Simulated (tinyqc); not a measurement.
# Capacitances against the relative permittivity between the lines

Endless row of lines of width wl, height tl and space sl between grounded planes at distance hd; e2 fills the gaps beside the lines, e1 the rest. Laplace's equation is solved on meshes of 3, 6 and 12 steps per unit u and extrapolated (Aitken), which is good to about 0.2 %. C_even (all lines at 1 V) is the capacitance Cg to the planes; C_odd (neighbours in antiphase) = Cg + 4 Cc if only nearest neighbours couple, which defines Cc; total with quiet neighbours Cg + 2 Cc. Plate values 2 eps0 e1 wl/hd and eps0 e2 tl/sl.

Parameters, values chosen for the exercise:
```
symbol  value  unit                                          meaning
e1        2.4        relative permittivity above and below the lines
wl          6     u                           line width, in units u
tl         10     u                                      line height
sl          6     u                              space between lines
hd          6     u                           distance to each plane
```

Constants: eps0 = 8.8541878128e-12 F/m. Results are converted to the units shown.

The same in every row: plate Cg (aF/um) = 42.5.

Capacitances against the relative permittivity between the lines:

| e2 | Cg (aF/um) | Cc (aF/um) | Cg + 2 Cc (aF/um) | C_odd (aF/um) | plate Cc (aF/um) | share of coupling, 2 Cc/(Cg + 2 Cc) (%) |
|---|---|---|---|---|---|---|
| 1 | 75.2 | 19.7 | 115 | 154 | 14.8 | 34.4 |
| 1.5 | 76.7 | 26.9 | 130 | 184 | 22.1 | 41.2 |
| 2 | 77.7 | 34.2 | 146 | 214 | 29.5 | 46.8 |
| 2.5 | 78.6 | 41.4 | 161 | 244 | 36.9 | 51.3 |
| 3 | 79.2 | 48.7 | 177 | 274 | 44.3 | 55.2 |
| 3.9 | 80.2 | 61.9 | 204 | 328 | 57.6 | 60.7 |
| 5 | 80.9 | 78.1 | 237 | 393 | 73.8 | 65.9 |
| 7 | 81.8 | 107 | 297 | 512 | 103 | 72.4 |

As e2 goes from 1 to 7, Cg rises from 75.2 to 81.8 aF/um, Cc rises from 19.7 to 107 aF/um and the share of coupling rises from 34.4 to 72.4 %. Cg is 1.77 times its plate value in the first row and 1.93 times in the last; for Cc the ratios are 1.33 and 1.04. Neighbours in antiphase raise the load by a factor of 1.34 and 1.72 over quiet ones.

tinyqc, about 1 s, one thread, Intel Xeon 2.30GHz (shared host): `OMP_NUM_THREADS=1 python tinyqc.py 2790183 2790184 out.jsonl`
